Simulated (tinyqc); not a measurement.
Fitting sp3s* parameters to three gaps by Newton steps: one step. The first Newton step. The numbers come from values chosen for the exercise (near a published set for InAs, fitted to gaps, whose masses and valley positions are rough).

J, rows Gamma, X, L; columns Vss, Vxapc, Vpaxc:
$$\begin{pmatrix}
-0.853491 & 0.000000 & 0.000000 \\
0.000000 & -0.879552 & 0.000000 \\
-0.173822 & -0.253093 & -0.140000
\end{pmatrix}$$

target less gap (eV): Gamma 0.131922, X -0.261960, L -0.037099

Problem. Solve J dp = target less gap; the columns of J are Vss, Vxapc and Vpaxc.

Give: dp.

Solution.

dp (eV): Vss -0.155, Vxapc 0.298, Vpaxc -0.082

tinyqc: `OMP_NUM_THREADS=1 python tinyqc.py 1482399 1482400 out.jsonl`; about 0.1 s, one thread, shared Intel(R) Xeon(R) Processor @ 2.30GHz.
